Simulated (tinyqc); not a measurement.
What moves the results: spherical quantum dot. A value that a table varies takes the place of the one given here.

A sphere of radius R, isotropic masses, c = hbar^2/2m0, k = sqrt(mw E/c), kappa = sqrt(mb (V0 - E)/c). State n l is the spherical Bessel function j_l(k r) inside and k_l(kappa r) outside; psi and psi'/m are continuous: (k/mw) j_l'(kR)/j_l(kR) = (kappa/mb) k_l'(kappa R)/k_l(kappa R). For l = 0 this reads kR cot(kR) = 1 - (mw/mb)(1 + kappa R).

With hard walls E = c (x/R)^2/mw, x a zero of j_l: 1s 3.141593; 2s 6.283185; 1p 4.493409; 2p 7.725252; 1d 5.763459; 2d 9.095011; 1f 6.987932; 2f 10.417119.

Constants: hbar^2/2m0 = 3.80998211 eV angstrom^2.

Inputs chosen for the exercise (near those of a non-polar GaN dot in AlN; not measured data): V0 = 1.835 eV (barrier height); mw = 0.202 m0 (mass inside); mb = 0.333 m0 (mass outside); Rs = (10, 12, 14, 18, 24, 31, 42) angstrom (radii); R = 14 angstrom (radius).

## Radius

The two lowest states against R; a dash marks an unbound state.

Levels (eV):
```
R (angstrom)      1s      1p  1s, hard walls  flat well of width 2R
10            0.8646  1.6902          1.8615                 0.2342
12            0.6767  1.3597          1.2927                 0.1795
14            0.5424  1.1004          0.9498                 0.1420
18            0.3696  0.7542          0.5745                 0.0952
24            0.2313  0.4729          0.3232                 0.0589
31            0.1492  0.3053          0.1937                 0.0377
42            0.0870  0.1779          0.1055                 0.0219
```

The lowest state is bound at every radius listed. 1p is bound at every radius listed. At the largest radius the level is 0.82 of the hard-wall value and 3.97 times that of the flat well (the hard-wall ratio is 4.00); the exponent d ln E/d ln R between the last two radii is -1.78. Levels above about 0.3 eV lie beyond the range of a parabolic mass.

## Shape and dimension

Lowest level with hard walls: film c (pi/2R)^2/mw, cylinder c (2.404826/R)^2/mw, sphere c (pi/R)^2/mw, square or cube of side a: 2 or 3 times c (pi/a)^2/mw; c = hbar^2/2m0. Finite barriers V0 with outer mass mb and psi, psi'/m continuous for film, cylinder and sphere (not separable for the square and the cube: dash).

Lowest level (eV):
```
shape                      hard walls  finite barrier
film, width 2R                 0.2374          0.1420
cylinder, radius R             0.5565          0.3256
square wire of equal area      0.6046               -
sphere, radius R               0.9498          0.5424
cube of equal volume           1.0965               -
```

With hard walls the levels of film, cylinder and sphere stand as 1 : 2.34 : 4.00; with the finite barrier as 1 : 2.29 : 3.82. The square lies 8.6 % above the circle of equal area and the cube 15.5 % above the sphere of equal volume: round shapes give the lowest level for a given size.

## What each parameter does

The lowest level 1s and its distance to V0. Each row changes one parameter from the base and keeps the others.

Results:
```
case             E (eV)  V0 - E (eV)     k R
base             0.5424       1.2926  2.3742
R = 16 angstrom  0.4438       1.3912  2.4544
V0 = 1.56 eV     0.5189       1.0411  2.3220
mw = 0.1818 m0   0.5689       1.2661  2.3066
mb = 0.2664 m0   0.5744       1.2606  2.4432
```

The largest shifts from the base row, up to three for each result and ties (the steps differ in size, so this ranks the rows, not the parameters). E (eV): R -0.0986, mb +0.0320, mw +0.0265. V0 - E (eV): V0 -0.2514, R +0.0986, mb -0.0320. k R: R +0.0802, mb +0.0690, mw -0.0676.

tinyqc: `OMP_NUM_THREADS=1 python tinyqc.py 1281989 1281990 out.jsonl`; about 0.02 s, one thread, shared Intel(R) Xeon(R) Processor @ 2.30GHz.
